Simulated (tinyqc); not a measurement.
Screening of the starting offset: band offset of a heterojunction with an interface dipole (two-band chains, self-consistent charge).

Sites alternate A, C. Left: A at -G1/2, C at +G1/2, hopping -t1; right: A at D - G2/2, C at D + G2/2, hopping -t2; the bonds across the two interfaces of a ring (C left to A right, C right to A left) have -sqrt(t1 t2). D is the offset of the mid-gaps, so Ev(right) - Ev(left) = D - (G2 - G1)/2 and Ec(right) - Ec(left) = D + (G2 - G1)/2. The closing bond has its sign reversed (antiperiodic ring). Half the levels are filled with two electrons each. The charge moved is q = (electrons on the left) less one a site; the mean over the two interfaces, q/2, is taken as the charge that crosses each, and its dipole opposes the offset: D = D0 - u q/2.

From here on the ring has 24 cells a side.

Values chosen for the exercise (gaps near those of SiC and SiO2; the chains and D0 are free models, so the offsets are not those of the real pair; the results hold for these values, not for the real material):

| symbol | value | unit | meaning |
|---|---|---|---|
| G1 | 3.19 | eV | gap on the left |
| G2 | 8.66 | eV | gap on the right |
| t1 | 1.72 | eV | hopping on the left |
| t2 | 2.53 | eV | hopping on the right |
| u | 7.8 | eV | potential step per electron moved across |

chi = 0.059848 1/eV

D0 is varied; the self-consistent D is found by bisection. chi = dq/dD at D = 0; the linear rule is D = S D0 with S = 1/(1 + u chi/2). The gap of the junction closes (type III) at |D| = (G1 + G2)/2.

Against D0:

| 2 D0/(G1 + G2) | D0 (eV) | q at D0 | D (eV) | D/D0 | linear (eV) |
|---|---|---|---|---|---|
| -0.85 | -5.036 | -0.5523 | -3.7834 | 0.7512 | -4.0832 |
| -0.55 | -3.259 | -0.2530 | -2.5578 | 0.7849 | -2.6421 |
| -0.30 | -1.778 | -0.1149 | -1.4273 | 0.8030 | -1.4411 |
| -0.15 | -0.889 | -0.0542 | -0.7188 | 0.8088 | -0.7206 |
| 0.10 | 0.593 | 0.0358 | 0.4799 | 0.8099 | 0.4804 |
| 0.25 | 1.481 | 0.0935 | 1.1929 | 0.8054 | 1.2009 |
| 0.50 | 2.962 | 0.2199 | 2.3384 | 0.7893 | 2.4019 |
| 0.80 | 4.740 | 0.4871 | 3.5909 | 0.7576 | 3.8430 |
| 0.95 | 5.629 | 0.7086 | 4.1536 | 0.7379 | 4.5636 |

D/D0 lies between 0.738 and 0.810, against S = 0.811 from chi at D = 0; the linear rule misses by at most 410 meV. q is odd in D. Less than half of the starting offset is screened, so the natural line-up still counts most.

Program tinyqc; command `OMP_NUM_THREADS=1 python tinyqc.py 1452518 1452519 out.jsonl`; about 0.4 s on one thread of a shared Intel(R) Xeon(R) Processor @ 2.30GHz.
